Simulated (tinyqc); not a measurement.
Comparisons within one model: Landau levels of bilayer graphene. A value that a table varies takes the place of the one given here.

Four-band model without bias: with w = sqrt(2) hv/l, E_N^2 = [g1^2 + (2N - 1) w^2 - sqrt(g1^4 + 2 (2N - 1) g1^2 w^2 + w^4)]/2 for N >= 2, and E = 0 for N = 0, 1. The two-band limit is hbar wc sqrt(N (N - 1)) with hbar wc = w^2/g1. Each level is fourfold; of the eight zero-energy states half belong to the electrons.

In a field B along z: l = 1/sqrt((e/hbar) B) is the magnetic length, n_B = B/(h/e) the number of states per area in one level, hbar wc = 2 muB B/m for mass m in m0; 1/angstrom^2 = 1e16/cm^2.

The zero level takes 4 n_B electrons and each higher level 4 n_B. At zero temperature and without broadening EF sits in the partly filled level.

Constants: e/hbar = 1.519267448e-05 1/(T angstrom^2); h/e = 413566.7697 T angstrom^2; muB = 5.788381798e-05 eV/T.

Parameters, chosen for this exercise (near those of bilayer graphene; shifted at random, so the results belong to these values and not to a real crystal): hv = 6.61 eV angstrom (hbar v); g1 = 0.376 eV (interlayer hopping); Bs = (0.5, 1, 2, 4, 8, 12, 16) T (fields); n = 3.5 x 1e11/cm^2 (electron sheet density); Bo = (0.611, 0.685, 0.779, 0.904, 1.08, 1.33, 1.74, 2.51, 4.52) T (fields); B = 4.1 T (magnetic field).

## The fan of levels

The four lowest levels against B, with their labels in order.

Levels (meV):
```
B (T)  first  second   third  fourth      order
0.500   0.00    2.48    4.27    6.02  0,1 2 3 4
1.00    0.00    4.92    8.45   11.85  0,1 2 3 4
2.00    0.00    9.72   16.55   23.04  0,1 2 3 4
4.00    0.00   18.96   31.84   43.77  0,1 2 3 4
8.00    0.00   36.22   59.54   80.43  0,1 2 3 4
12.0    0.00   52.18   84.37  112.60  0,1 2 3 4
16.0    0.00   67.07  107.08  141.61  0,1 2 3 4
```

The fourth level grows as B^0.98 over the first two rows and B^0.80 over the last two (1 for a parabolic band without a fixed offset such as a valley splitting, 1/2 for massless Dirac electrons). The order of the levels does not change. At the highest field level 2 lies at 67.1 meV, against 79.9 meV in the two-band limit.

## Oscillation of the Fermi level

Fixed density, zero temperature, no broadening. At B = 0, EF = sqrt(g1^2/4 + hv^2 pi n) - g1/2.

Filling:
```
B (T)     nu  partly filled level  EF (meV)  filled share
0.611  23.69                    6     11.47          0.92
0.685  21.13                    6     12.81          0.28
0.779  18.58                    5     11.92          0.65
0.904  16.01                    5     13.77          0.00
1.08   13.40                    4     12.77          0.35
1.33   10.88                    3     11.16          0.72
1.74    8.32                    3     14.48          0.08
2.51    5.77                    2     12.12          0.44
4.52    3.20                  0,1      0.00          0.80
```

EF at B = 0 = 12.37 meV

EF runs between 0.0 and 14.5 meV around its zero-field value of 12.4 meV. It follows a level while that level empties and falls to the next one down when nu passes a filled shell; the partly filled level changes 5 times in this table.

## What each parameter does

The second and third levels from below, nu = n/n_B, and EF. Each row changes one parameter from the base and keeps the others.

Results:
```
case                   second level (meV)  third level (meV)    nu  EF (meV)
base                                19.41              32.57  3.53      0.00
B = 3.48 T                          16.60              27.97  4.16     16.60
hv = 7.93 eV angstrom               27.35              45.42  3.53      0.00
g1 = 0.451 eV                       16.43              27.81  3.53      0.00
n = 4.2 x 1e11/cm^2                 19.41              32.57  4.24     19.41
```

The largest shifts from the base row, up to three for each result and ties (the steps differ in size, so this ranks the rows, not the parameters). second level (meV): hv +7.94, g1 -2.98, B -2.81; unchanged at the printed digits by n. third level (meV): hv +12.85, g1 -4.76, B -4.60; unchanged at the printed digits by n. nu: n +0.71, B +0.63; unchanged at the printed digits by hv and g1. EF (meV): n +19.41, B +16.60; unchanged at the printed digits by hv and g1.

Program tinyqc; command `OMP_NUM_THREADS=1 python tinyqc.py 1252526 1252527 out.jsonl`; about 0.03 s on one thread of a shared Intel(R) Xeon(R) Processor @ 2.30GHz.
